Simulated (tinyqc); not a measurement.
Resistance of a tapered via with liner, size effect and interface: one step of the calculation.

A round via whose diameter grows from db at the bottom as D(z) = db + 2 z/tan(ang). The fill, of diameter D - 2 tl, starts above the bottom liner (thickness fb tl) and has rho = rho0 (1 + ks lam/(D - 2 tl)); the sidewall liner conducts in parallel with it. The bottom liner and the interface are crossed over the full area pi db^2/4. Spreading in the lines above and below is left out.

Task. Total resistance. R_fill = sum of the slices; R_bottom = rl fb tl/(pi db^2/4); R_interface = ri/(pi db^2/4); ballistic (Sharvin) limit 1/(Sb pi (db - 2 tl)^2/4); ideal cylinder rho0 hv/(pi db^2/4).

Inputs (values chosen for the exercise); fill metal close to copper: diameter at the bottom db = 9.7 nm; height hv = 26 nm; bulk resistivity of the fill rho0 = 1.64 uohm cm; liner on the sidewall tl = 1.8 nm; liner at the bottom over that on the sidewall fb = 1; resistivity of the liner rl = 200 uohm cm; interface resistivity at the bottom ri = 1.1e-12 ohm cm^2; ballistic conductance per area, about 3/(4 rho0 lam) Sb = 1.1e15 S/m^2.

slice resistance, slice 0 to 5 (ohm): [17.703029, 16.673344, 15.721771, 14.841148, 14.025070, 13.267802]

Find: parts; R; shares; ballistic limit; ideal cylinder.

Result.

parts (ohm): fill 92.23, bottom liner 48.72, interface 1.489
R = 142.4 ohm
shares (%): fill 64.75, bottom liner 34.20, interface 1.05
ballistic limit = 31.11 ohm
ideal cylinder = 5.770 ohm

The fill is the largest part, and R is 24.7 times the ideal cylinder. With 2000 slices R = 142.45 ohm.

tinyqc, about 0.01 s, one thread, Intel Xeon 2.30GHz (shared host): `OMP_NUM_THREADS=1 python tinyqc.py 2750011 2750012 out.jsonl`
